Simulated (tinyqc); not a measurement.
Errors against cell size: correction of a charged-defect supercell by a model charge and potential alignment (plane-averaged potentials). Computed by tinyqc, a small Python program. Command: `OMP_NUM_THREADS=1 python tinyqc.py 3111667 3111668 out.jsonl align walk`. One thread of a shared host (Intel(R) Xeon(R) Processor @ 2.30GHz), about 0.01 s of CPU time with the checks.

The "true" defect charge is (1 - x) q in a Gaussian of width sigma plus x q in one of width sigma_t, so the exact answer is known; the correction sees only a single model Gaussian of width sigma_m. A Gaussian of width s has the transform rho(G) = exp(-G^2 s^2/2), normalised to 1. A uniform background cancels q, so G = 0 is left out. Potentials are those felt by a unit positive charge. E_0 is the formation energy of the isolated defect, E_cell its value in the supercell, E_lat = E_iso - E_per of the model charge, C the true less the model potential far from the defect; the exact correction is E_0 - E_cell, and the error of a scheme is E_cell plus its correction less E_0.

Inputs (values chosen for the exercise, with screening close to that of GaAs):

| quantity | value | unit |
|---|---|---|
| defect charge q | 3 | e |
| dielectric constant eps | 13.4 | - |
| edge of the cubic cell L | 12 | angstrom |
| width sigma of the true defect charge | 0.95 | angstrom |
| width sigma_m of the model charge | 0.74 | angstrom |
| share x of the charge in a wide tail | 0 | - |
| width sigma_t of the tail | 1.8 | angstrom |

Constants: e^2/(4 pi eps_0) = 14.39964548 eV angstrom.

Method:
- Periodic energy E_per = (2 pi q^2/(eps L^3)) (e^2/(4 pi eps_0)) sum_(G != 0) rho(G)^2/G^2, G = (2 pi/L)(n1, n2, n3), |n_i| <= 16. Isolated energy: two Gaussians of charges q_a, q_b and widths a, b interact by q_a q_b (e^2/(4 pi eps_0 eps)) sqrt(2/pi)/sqrt(a^2 + b^2), and the self-energy is half the sum over pairs.
- Plane-averaged potential at distance z from the defect: V(z) = (4 pi q/(eps L^3)) (e^2/(4 pi eps_0 e)) sum_(m != 0) rho(G_m) cos(G_m z)/G_m^2, G_m = 2 pi m/L, |m| <= 40.
- Schemes: none; point-charge term alpha q^2 e^2/(4 pi eps_0 eps 2 L), alpha = 2.837297; E_lat of the model; E_lat - q C with C at z = L/2.

Error against E_0 (meV):

| L (angstrom) | none | point charge | model charge | model and alignment |
|---|---|---|---|---|
| 8.4 | -1540.8 | 92.529 | 36.386 | 0.0033294 |
| 10.2 | -1293.5 | 51.679 | 20.322 | 0.0000154 |
| 12.0 | -1111.6 | 31.737 | 12.480 | 0.0000000 |
| 14.4 | -934.4 | 18.366 | 7.223 | 0.0000000 |

What follows from these numbers?

Between the last two rows the uncorrected error scales as L^-0.95 and the point-charge remainder as L^-3.00. With alignment the error is 0.0 meV in the smallest cell and 0.00 meV in the largest.

Extremes, crossings and ranges named in words are read from the listed rows.
